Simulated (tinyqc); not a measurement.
Signal and retention of a DRAM cell: one step of the calculation.

A stored one starts at Vd and leaks: Cs dV/dt = -I(V), I = a sqrt((V + Vb)/(Vd + Vb)) + b, with a = Ig exp[-(Eg1 q/kB)(1/T - 1/T0)] (generation in a depletion layer) and b = Is exp[-(Es q/kB)(1/T - 1/T0)]. The bit line is precharged to Vd/2, and charge sharing gives the signal (V - Vd/2) Cs/(Cs + Cb).

Problem. Failing cells. This time is the median of a log-normal spread: failing cells = Nc erfc(z/sqrt 2)/2, z = ln(t/tr)/sg. One failure is expected at the interval where that count equals 1.

Inputs (values chosen for the exercise):

| symbol | value | unit | meaning |
|---|---|---|---|
| sg | 0.58 |  | deviation of ln(retention time) over the cells |
| Nc | 8.59e9 |  | cells |
| tr | 64 | ms | refresh interval |

retention time = 11.505402 s

Give: z; failing cells; interval for one failure.

Solution.

z = 8.9512
failing cells = 1.5105e-9
interval for one failure = 291.36 ms

The weakest cell of the array lies about 6.34 deviations out, a factor of 39.5 below the median; the chosen interval is shorter than that time.

Range of the model: Real arrays also hold a tail of unusually leaky cells and cells whose retention varies in time, which this model lacks.

Computed by the program tinyqc: `OMP_NUM_THREADS=1 python tinyqc.py 2130013 2130014 out.jsonl`, one thread of a shared Intel Xeon 2.30GHz, about 0.01 s for the whole run.
